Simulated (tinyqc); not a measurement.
Metal-interlayer-semiconductor contact, depinning against tunnelling resistance: two steps of the calculation.

Zero bias, n-type semiconductor. Gap states at the semiconductor surface thin out as exp(-be ti), which unpins the barrier; electrons must then cross the interlayer (a rectangular barrier, no voltage drop across it) and the parabolic depleted layer, both by WKB. Energies E are counted from the Fermi level; no image force, parabolic bands.

Parameters, values chosen for the exercise; semiconductor values close to those of gallium nitride; interlayer mass of the order of that in aluminium oxide, offset chosen freely: temperature T = 300 K; band gap Eg = 3.31 eV; relative permittivity eps_r = 9.43; electron affinity chi = 4.01 eV; conduction-band density of states at T Nc = 2.3e18 cm^-3; tunnelling mass in the semiconductor mt = 0.198 m0; Richardson mass mA = 0.206 m0; donor density Nd = 1.9e20 cm^-3; charge-neutrality level above the valence band E0 = 2.4 eV; pinning factor without interlayer S0 = 0.59; metal work function phiM = 4.11 eV; interlayer thickness ti = 0.5 nm; conduction-band offset of the interlayer above the semiconductor dE = 2.51 eV; tunnelling mass in the interlayer mi = 0.35 m0; decay constant of gap states through the interlayer be = 4.1 1/nm.

Constants: q = 1.602176634e-19 C, kB = 1.380649e-23 J/K, eps0 = 8.8541878128e-12 F/m, hbar = 1.054571817e-34 J s, h = 6.62607015e-34 J s, m0 = 9.1093837015e-31 kg, Vt = kB T/q, hbar^2/(2 m0) = 0.0380998212 eV nm^2. Results are converted to the units shown.

Task 1. Pinning, barrier and scales. S = 1/(1 + (1/S0 - 1) exp(-be ti)); phiB = S (phiM - chi) + (1 - S)(Eg - E0); xi = Ec - EF deep inside, from Nd = Nc F(-xi/Vt), F(x) = (2/sqrt(pi)) int_0^infinity sqrt(u) du/(1 + exp(u - x)); band bending U = phiB - xi; E00 = (hbar/2) sqrt(Nd/(eps0 eps_r mt m0)) in volts; A = 4 pi q mA m0 kB^2/h^3.

Find: S; phiB; xi; U; E00; A.

Result 1.

S = 0.91789
phiB = 0.16651 eV
xi = -0.59191 eV
U = 0.75842 eV
E00 = 0.18729 eV
A = 24.756 A/(cm^2 K^2)

Task 2. Exponents and integrand on an energy grid. With U = phiB - xi: for xi < E < phiB, y = (E - xi)/U and G1 = (U/E00) [sqrt(1 - y) - y ln((1 + sqrt(1 - y))/sqrt(y))], G1 = 0 above phiB; G2 = 2 ti sqrt(mi max(phiB + dE - E, 0)/C), C = hbar^2/(2 m0); f = 1/(1 + exp(E/Vt)); integrand exp(-G1 - G2) f.

E, point 0 to 15 (eV): -0.59  -0.53667  -0.48333  -0.43  -0.37667  -0.32333  -0.27  -0.21667  -0.16333  -0.11  -0.05667  -0.00333  0.05  0.10333  0.15667  0.21
phiB = 0.16651230 eV
xi = -0.59190736 eV
E00 = 0.18729046 eV

Give: G1; G2; f; integrand.

Result 2.

```
point     G1     G2         f  integrand (1e-3)
0      4.007  5.478     1.000             0.076
1      3.314  5.433     1.000             0.159
2      2.805  5.388     1.000             0.277
3      2.375  5.342     1.000             0.445
4      1.999  5.296     1.000             0.679
5      1.664  5.250     1.000             0.994
6      1.365  5.203     1.000             1.405
7      1.098  5.155    0.9998             1.924
8      0.858  5.108    0.9982             2.560
9      0.646  5.059    0.9860             3.281
10     0.460  5.011    0.8995             3.785
11     0.300  4.962    0.5322             2.759
12     0.168  4.912    0.1263             0.786
13     0.066  4.862   0.01804             0.131
14     0.004  4.811  0.002328             0.019
15     0.000  4.760  2.965e-4             0.003
```

Range of the model: The depletion charge would drop about 0.39 V across such an interlayer (eps_r near 9) at ti = 0.5 nm and Nd = 1.9e20 cm^-3, against a band bending of 0.76 V; this model leaves that drop out.

Program tinyqc, `OMP_NUM_THREADS=1 python tinyqc.py 2270029 2270030 out.jsonl`; Intel Xeon 2.30GHz, shared host, one thread, about 0.02 s.
